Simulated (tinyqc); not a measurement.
# Worked calculation: hole mobility in a silicon inversion layer, empirical terms and Matthiessen rule

Program tinyqc, `OMP_NUM_THREADS=1 python tinyqc.py 2510098 2510099 out.jsonl`; Intel Xeon 2.30GHz, shared host, one thread, about 0.01 s. Printed values are rounded.

Inversion layer of sheet density Ns on a uniformly doped body, under a high-permittivity gate with an interlayer. The mobility terms are empirical power laws with prefactors chosen for the exercise; adding their inverses (Matthiessen) is itself an approximation.

Values chosen for this exercise; material values close to those of silicon:

| symbol | value | unit | meaning |
|---|---|---|---|
| T | 350 | K | temperature |
| Eg | 1.14 | eV | band gap |
| eps_r | 11.8 |  | relative permittivity of the semiconductor |
| Nc | 3.55e19 | cm^-3 | conduction-band density of states at T |
| Nv | 3.28e19 | cm^-3 | valence-band density of states at T |
| Nb | 5.7e16 | cm^-3 | body doping |
| Vsb | 0.3 | V | reverse body bias |
| eta | 0.3333 |  | weight of the inversion charge in the effective field |
| Cox | 0.78 | uF/cm^2 | gate capacitance |
| Ap | 124 | cm^2/(V s) | phonon-limited mobility at 1 MV/cm and 300 K |
| As | 278 | cm^2/(V s) | roughness-limited mobility at 1 MV/cm |
| gs | 1.3 |  | exponent of the roughness term |
| Ac | 1600 | cm^2/(V s) | Coulomb prefactor |
| Nit | 1.5e11 | cm^-2 | charge at the interface |
| Ar | 210 | cm^2/(V s) | remote-phonon mobility without interlayer |
| ti | 0.8 | nm | interlayer thickness |
| lr | 0.6 | nm | decay length of remote phonons |
| Ns | 4.3e12 | cm^-2 | inversion density |
| WL | 10 |  | ratio W/L |
| Vd | 0.02 | V | drain voltage |
| I | 15.2 | uA | measured linear current |

Constants: q = 1.602176634e-19 C, kB = 1.380649e-23 J/K, Vt = kB T/q, eps0 = 8.8541878128e-14 F/cm where lengths are in cm. Results are converted to the units shown.

## Depletion charge and effective field

ni = sqrt(Nc Nv) exp(-Eg/(2 Vt)), Eg in volts; Ndep = sqrt(2 eps0 eps_r Nb (2 Vt ln(Nb/ni) + Vsb)/q); E = q (Ndep + eta Ns)/(eps0 eps_r), in MV/cm.

ni = 2.11550e11 cm^-3
Ndep = 8.85294e11 cm^-2
E = 0.355536 MV/cm

The depletion charge gives 38.2 % of the field.

## Mobility terms and their sum

With t = T/(300 K): muC = Ac (Ns/1e12 cm^-2) t/(Nb/1e17 cm^-3 + Nit/1e11 cm^-2), muP = Ap E^(-1/3) t^(-1.75), muS = As E^(-gs), muR = Ar exp(2 ti/lr)/t; 1/mu is the sum of the inverses.

terms (cm^2/(V s)): Coulomb 3877.62, phonon 133.650, roughness 1066.34, remote phonon 2590.54
mu = 110.328 cm^2/(V s)
shares of 1/mu (%): Coulomb 2.84525, phonon 82.5495, roughness 10.3464, remote phonon 4.25886

The phonon term limits most.

## Iteration 1: inversion density for the measured current

Ns at the start = 2.1e12 cm^-2

I = (W/L) q Ns mu Vd. E = q (Ndep + eta Ns)/(eps0 eps_r) in MV/cm. With t = T/(300 K): muC = Ac (Ns/1e12 cm^-2) t/(Nb/1e17 cm^-3 + Nit/1e11 cm^-2), muP = Ap E^(-1/3) t^(-1.75), muS = As E^(-gs), muR = Ar exp(2 ti/lr)/t; 1/mu is the sum of the inverses. Ns(new) = I/((W/L) q mu Vd).

E = 0.243092 MV/cm
mu = 123.796 cm^2/(V s)
Ns after iteration 1 = 3.83173e12 cm^-2

## Iteration 2: inversion density for the measured current

As before.

E = 0.331602 MV/cm
mu = 113.092 cm^2/(V s)
Ns after iteration 2 = 4.19443e12 cm^-2

## Course of the iteration: inversion density for the measured current

Stop when Ns changes by less than 1e5 cm^-2, or after 120 iterations.

Course of the iteration:
```
iteration  Ns (cm^-2)  |change| (cm^-2)
1          3.83173e12           1.73e12
2          4.19443e12           3.63e11
3          4.27578e12           8.14e10
4          4.29406e12           1.83e10
5          4.29817e12            4.11e9
6          4.29909e12            9.23e8
7          4.29930e12            2.08e8
8          4.29935e12            4.67e7
9          4.29936e12            1.05e7
10         4.29936e12            2.36e6
11         4.29936e12            5.30e5
12         4.29936e12            1.19e5
13         4.29936e12            2.68e4
```

Converged in 13 iterations. At the end each change is about 0.22 times the one before: linear convergence.

## Split C-V extraction

Vg, point 0 to 12 (V): [0.3, 0.4, 0.5, 0.6, 0.7, 0.8, 0.9, 1, 1.1, 1.2, 1.3, 1.4, 1.5]
Cgc, point 0 to 12 (uF/cm^2): [0.00266052, 0.0250346, 0.189659, 0.590341, 0.754965, 0.777339, 0.779725, 0.779972, 0.779997, 0.780000, 0.780000, 0.780000, 0.780000]
I, point 0 to 12 (uA): [1.54411e-5, 0.00136098, 0.0774860, 0.973306, 2.89900, 4.94552, 6.86728, 8.65409, 10.3218, 11.8861, 13.3601, 14.7543, 16.0775]

Q(Vg) is the trapezoid sum of Cgc from the first point (where Q is taken as 0); mu_eff = I/((W/L) Q Vd); mu_FE = (dI/dVg)/((W/L) Cox Vd) with a backward difference. Listed from point 4 on.

Q, point 4 to 12 (uC/cm^2): [0.118385, 0.195, 0.272853, 0.350838, 0.428836, 0.506836, 0.584836, 0.662836, 0.740836]
mu_eff, point 4 to 12 (cm^2/(V s)): [122.440, 126.808, 125.842, 123.335, 120.347, 117.258, 114.221, 111.297, 108.509]
mu_FE, point 4 to 12 (cm^2/(V s)): [123.442, 131.187, 123.190, 114.539, 106.906, 100.277, 94.4835, 89.3717, 84.8195]

At the last point mu_FE is 22 % below mu_eff: where the mobility falls with gate voltage the slope of I understates it.
